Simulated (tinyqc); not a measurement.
Short-channel transistor, virtual-source model with series resistance: one step of the calculation.

The current per gate width is the charge at the top of the source barrier (the virtual source) times its velocity times a saturation function; al and be are fitting constants of the model. Units: I in uA/um, Rs in ohm um, so I Rs = 1e-6 I Rs in volts; Q in uC/cm^2, so I = 1e-4 Q vx0 Fsat with vx0 in cm/s.

Task. Current through the series resistance. Intrinsic voltages Vg' = Vgs - I Rs, Vd' = Vds - 2 I Rs. n = n0 + nd Vd', VT = VT0 - dl Vd', Ff = 1/(1 + exp((Vg' - VT + al Vt/2)/(al Vt))), Q = Cinv n Vt ln(1 + exp((Vg' - VT + al Vt Ff)/(n Vt))), Vdsat = (vx0 L/mu)(1 - Ff) + Vt Ff, Fsat = u/(1 + u^be)^(1/be) with u = Vd'/Vdsat, and I(out) = Q vx0 Fsat per width. (Fsat takes the sign of u.) I(new) = I(out).

Values chosen for this exercise:
```
symbol   value        unit                                                         meaning
T          250           K                                                     temperature
Cinv       2.2     uF/cm^2                                           inversion capacitance
vx0     8.08e6        cm/s                                  velocity at the virtual source
mu          94  cm^2/(V s)                                               apparent mobility
L           25          nm                                                  channel length
VT0        0.3           V                                 threshold at zero drain voltage
dl       0.044         V/V                                  drain-induced barrier lowering
n0        1.36                                                         subthreshold factor
nd         0.2         1/V                                  growth of n with drain voltage
al         3.5              threshold shift (in units of Vt) from weak to strong inversion
be         1.6                                                     sharpness of saturation
Rs         300      ohm um                               series resistance of each contact
Vgs        0.5           V                                                    gate voltage
Vds        0.2           V                                                   drain voltage
```

Constants: q = 1.602176634e-19 C, kB = 1.380649e-23 J/K, Vt = kB T/q. Results are converted to the units shown.

I at the start = 0 uA/um

Find: Vg'; Vd'; VT; Ff; Q; Vdsat; Fsat; I(out); I after iteration 1.

Result.

Vg' = 0.5000 V
Vd' = 0.2000 V
VT = 0.2912 V
Ff = 0.03664
Q = 0.4655 uC/cm^2
Vdsat = 0.2078 V
Fsat = 0.6359
I(out) = 239.2 uA/um
I after iteration 1 = 239.2 uA/um

Program tinyqc, `OMP_NUM_THREADS=1 python tinyqc.py 2380035 2380036 out.jsonl`; Intel Xeon 2.30GHz, shared host, one thread, about 0.01 s.
